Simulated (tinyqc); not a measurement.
Thermal stress, cracking, delamination and buckling of a thin film; Griffith cracks and misfitting inclusions: one step, computed by the program tinyqc.

Isotropic linear elasticity; the substrate is much thicker than the film; stress is positive in tension.

Problem. Stress in the film. Thermal strain = (alpha_f - alpha_s)(T_d - T); stress = E/(1 - nu) x strain + intrinsic stress; plane-strain modulus Ebar = E/(1 - nu^2); G0 = stress^2 h/(2 Ebar) is the energy freed per area when a long strip loses its stress across its width.

Inputs (values chosen for the exercise, modelled on an aluminium film on silicon): film Young's modulus E = 68 GPa; film Poisson ratio nu = 0.37; film expansion alpha_f = 22.9 1e-6/K; substrate expansion alpha_s = 3.1 1e-6/K; deposition temperature T_d = 675 K; final temperature T = 300 K; intrinsic stress = -94 MPa; film thickness h = 0.35 micrometre.

Give: thermal strain; film stress; Ebar; G0.

Solution.

thermal strain = 0.007425

film stress = 707.4 MPa

Ebar = 78.79 GPa

G0 = 1.112 J/m^2

The film ends in tension; the thermal part is 801 MPa. Caution: at a stress above 0.4 % of E a ductile film would yield, and the elastic value is then an upper bound; a brittle film in tension cracks instead.
